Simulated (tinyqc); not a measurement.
Comparisons within one model: cyclotron resonance of ellipsoidal valleys, Si type. A value that a table varies takes the place of the one given here.

Valleys along [100], [010], [001] (each with its opposite partner), mass ml along the axis and mt across it. B lies in the (1-10) plane, b = (sin(theta)/sqrt2, sin(theta)/sqrt2, cos(theta)). For the angle phi between B and the axis, 1/mc^2 = cos^2(phi)/mt^2 + sin^2(phi)/(mt ml). Resonance: h nu = 2 muB B/mc, h = 2 pi hbar.

Constants: hbar = 6.58211957e-16 eV s; muB = 5.788381798e-05 eV/T.

Inputs chosen for the exercise (near those of Si; not measured data):
- ml = 0.904 m0 (longitudinal mass)
- mt = 0.198 m0 (transverse mass)
- ths = (0, 10, 25, 35, 55, 70, 90) degrees (angles)
- g1 = 4.28 (Luttinger gamma1)
- g2 = 0.34 (gamma2)
- g3 = 1.44 (gamma3)
- theta = 34 degrees (angle of B from [001] towards [110])
- nu = 24 GHz (microwave frequency)

## Rotating the field

mc against theta; [100] and [010] stay equal in this plane.

Cyclotron masses (m0):
```
theta (degrees)   [100]   [001]
0                0.4231  0.1980
10               0.4121  0.2004
25               0.3685  0.2134
35               0.3359  0.2297
55               0.2855  0.2870
70               0.2637  0.3554
90               0.2536  0.4231
```

All valleys give one line at theta = 54.7 degrees, B along [111], with mc = 0.2860. The [001] pair goes from mt to sqrt(ml mt), a factor 2.14; the other four only fall from sqrt(ml mt) to 0.2536, since their angle to B never drops below 45 degrees.

## Heavy and light holes (cyclotron masses of warped hole bands)

E = c k^2 f(n) with f = g1 -/+ 2 sqrt(g2^2 + 3 (g3^2 - g2^2)(nx^2 ny^2 + ny^2 nz^2 + nz^2 nx^2)). For the orbit through k = 0 perpendicular to b = (sin(theta)/sqrt2, sin(theta)/sqrt2, cos(theta)), mc is the mean of 1/f over the directions n in that plane (180 evenly spaced angles). Quantum effects of the lowest levels are left out.

Cyclotron masses (m0):
```
theta (degrees)   heavy   light
0                0.4170  0.1682
10               0.4300  0.1653
25               0.4862  0.1563
35               0.5297  0.1513
55               0.5673  0.1471
70               0.5571  0.1494
90               0.5439  0.1547
```

The heavy mass varies by 36 % over the table, with its largest listed value at 55 degrees ([111] lies at 54.7) and its smallest at 0; the light mass varies by 14.3 %. The warping term enters both with the same size, but it is set against a small inverse mass in one and a large one in the other (along [111], g1 - 2 g3 = 1.40 and g1 + 2 g3 = 7.16).

## What each parameter does

Resonance fields B = h nu mc/(2 muB) of the valleys [100] and [001]. Each row changes one parameter from the base and keeps the others.

Results:
```
case                [100] (T)  [001] (T)
base                   0.2907     0.1953
ml = 1.04 m0           0.3015     0.1964
mt = 0.218 m0          0.3116     0.2140
theta = 38 degrees     0.2802     0.2023
nu = 26.4 GHz          0.3197     0.2148
```

The largest shifts from the base row, up to three for each result and ties (the steps differ in size, so this ranks the rows, not the parameters). [100] (T): nu +0.0291, mt +0.0209, ml +0.0109. [001] (T): nu +0.0195, mt +0.0187, theta +0.0071.

(tinyqc, `OMP_NUM_THREADS=1 python tinyqc.py 1251843 1251844 out.jsonl`, Intel(R) Xeon(R) Processor @ 2.30GHz, 1 thread, shared host, about 0.01 s.)
